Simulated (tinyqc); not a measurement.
Worked calculation: two-step dopant diffusion (predeposition and drive-in) with a constant diffusivity. Computed by tinyqc, a small Python program that keeps every step. Command: `OMP_NUM_THREADS=1 python tinyqc.py 3011401 3011402 out.jsonl dopdiff walk`. One thread of a shared host (Intel(R) Xeon(R) Processor @ 2.30GHz), about 0.05 s of CPU time with the checks. Intermediate numbers are printed to about 5 digits and carried at full precision; extremes and crossings named in words are read from the listed rows.

Fick diffusion into a half space x > 0 whose background doping C_B is of the opposite type, so that a junction lies where C = C_B.

Inputs (values chosen for the exercise, modelled on boron in silicon):
```
quantity,value,unit
prefactor D0,0.963,cm^2/s
activation energy E,3.51,eV
surface concentration C_s,2.9e+19,1/cm^3
background doping C_B,1.3e+15,1/cm^3
predeposition temperature T1,875,C
predeposition time t1,20,min
drive-in temperature T2,1050,C
drive-in time t2,240,min
mean mobility in the layer mu,54,cm^2/(V s)
```

Furnace ramps of the drive-in: none.

Constants: k_B = 8.617333262e-05 eV/K; e = 1.602176634e-19 C.

## Diffusivities

D = D0 exp(-E/(k_B T)). Temperatures in kelvin are T(C) + 273.15. Times in seconds are 60 times the minutes.

D1 = 3.7719e-16 cm^2/s

D2 = 4.1144e-14 cm^2/s

product D1 t1 = 4.5263e-13 cm^2

## Thermal budget of the drive-in

(Dt)2 = D2 t2, t2 in seconds.

drive-in budget (Dt)2 = 5.9247e-10 cm^2

## Predeposition

C = C_s erfc(x/(2 sqrt(D1 t1))); dose Q = 2 C_s sqrt(D1 t1/pi); the junction solves erfc(z) = C_B/C_s with x_j = 2 z sqrt(D1 t1).

dose Q = 2.2015e+13 1/cm^2

z = 2.8858

junction depth after predeposition = 0.038829 um

## Drive-in as a Gaussian

With a sealed surface and a thin source, C = Q/sqrt(pi (Dt)2) exp(-x^2/(4 (Dt)2)); x_j = 2 sqrt((Dt)2 ln(C(0)/C_B)); gradient at the junction |dC/dx| = C_B x_j/(2 (Dt)2).

surface concentration C(0) (Gaussian) = 5.1029e+17 1/cm^3

junction depth x_j = 1.1897 um

gradient at the junction = 1.3052e+20 1/cm^4

The drive-in moves the junction from 0.0388 to 1.19 um and lowers the surface value by a factor 56.8. Caution: C_s exceeds the intrinsic carrier density of silicon at the predeposition temperature (2e18 to 1e19 per cm^3), where real diffusivities rise with concentration and profiles turn box-like.

## Sheet resistance

Net dose Q_net = Q erf(x_j/(2 sqrt((Dt)2))) - C_B x_j; R_s = 1/(e mu Q_net), with every dopant ionised and one mobility.

net dose = 2.1849e+13 1/cm^2

sheet resistance R_s (Gaussian) = 5290.2 ohm/square

## Exact junction depth

Exact two-step profile: C = (2 C_s/pi) int_0^alpha exp(-beta (1 + u^2))/(1 + u^2) du with alpha = sqrt(D1 t1/(Dt)2), beta = x^2/(4 (D1 t1 + (Dt)2)). The integral takes 48 Gauss-Legendre points; solve C(x) = C_B.

exact junction depth = 1.1900 um

## Gaussian against the exact two-step profile

Gaussian: C = Q/sqrt(pi (Dt)2) exp(-x^2/(4 (Dt)2)). Depths are fractions of the Gaussian x_j.

Profiles:
```
x/x_j,x (um),Gaussian (1/cm^3),exact (1/cm^3),ratio
0.0,0.0000,5.1029e+17,5.1016e+17,1.0003
0.2,0.2379,4.0185e+17,4.0180e+17,1.0001
0.4,0.4759,1.9624e+17,1.9629e+17,0.9998
0.6,0.7138,5.9432e+16,5.9482e+16,0.9992
0.8,0.9518,1.1162e+16,1.1181e+16,0.9983
1.0,1.1897,1.3000e+15,1.3036e+15,0.9972
1.2,1.4277,9.3894e+13,9.4282e+13,0.9959
```

With D1 t1/(Dt)2 = 7.6e-4, the Gaussian is 0.025 % high at the surface and 0.28 % low at its own junction; the exact junction lies at 1.190 um, 0.023 % deeper. The dose is the same, but the real source already has a width, which is negligible here.

Checks made by the program: exact profile against the direct convolution of the erfc with the Gaussian kernel (relative difference below 1e-10).
